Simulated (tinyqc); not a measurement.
Grain-boundary trapping model (Seto) of a polycrystalline semiconductor film: one step, computed by the program tinyqc. Command: `OMP_NUM_THREADS=1 python tinyqc.py 3025607 3025608 out.jsonl poly walk`. One thread of a shared host (Intel(R) Xeon(R) Processor @ 2.30GHz), about 0.01 s of CPU time with the checks.

Grains of equal size L are joined by thin boundaries with one trap level. Trapped carriers deplete a width W on each side and raise a barrier, crossed by thermionic emission. Dopants are fully ionised, statistics are non-degenerate and mu_g does not depend on T.

Question. Activation energy. N_c(T) = N_c (T/300 K)^(3/2). Filled traps Q = Q_t/(1 + (1/2) exp((E_t* - E_F)/k_B T)), where E_t* = e V_B - E_t and E_F are counted from the band edge at the grain centre. Partial depletion: Q = 2 N W, V_B = e N W^2/(2 eps eps_0), E_F = k_B T ln(N/N_c); solve for W. If that W would exceed L/2 the grain is fully depleted: W = L/2, Q = N L, and E_F follows from the trap equation. Centre density n_0 = N_c exp(E_F/k_B T). Boundary: sigma_b = L e^2 n_0 exp(-e V_B/k_B T)/sqrt(2 pi m k_B T); drift through the grain, depleted parts included: rho_g = [(1 - 2W/L) + (2W/L) int_0^1 exp(y^2 s^2) ds]/(e n_0 mu_g); rho = 1/sigma_b + rho_g. Mean carrier density n_av = n_0 [(1 - 2W/L) + (2W/L) (sqrt(pi)/2) erf(y)/y], y = sqrt(e V_B/k_B T); effective mobility 1/(e n_av rho). E_a = d ln(rho)/d(1/k_B T) from T - 5 K and T + 5 K; temperature coefficient d ln(rho)/dT.

Inputs (values chosen for the exercise, modelled on polycrystalline germanium):
```
quantity,value,unit
permittivity eps,16,-
effective mass m,0.22,m_0
"effective density of states at 300 K, N_c",6.2e+18,1/cm^3
grain size L,100,nm
trap density Q_t,3.5e+12,1/cm^2
trap level E_t below the band edge,0.22,eV
doping N,5.9e+18,1/cm^3
mobility inside the grains mu_g,610,cm^2/(V s)
temperature T,250,K
```

Grain interior: resistance included.

Constants: k_B = 8.617333262e-05 eV/K; e = 1.602176634e-19 C; eps_0 = 8.8541878128e-12 F/m; m_0 = 9.1093837015e-31 kg; k_B = 1.380649e-23 J/K.

Give: activation energy E_a; temperature coefficient.

Answer.

activation energy E_a = 0.0097129 eV

temperature coefficient = -0.18041 %/K
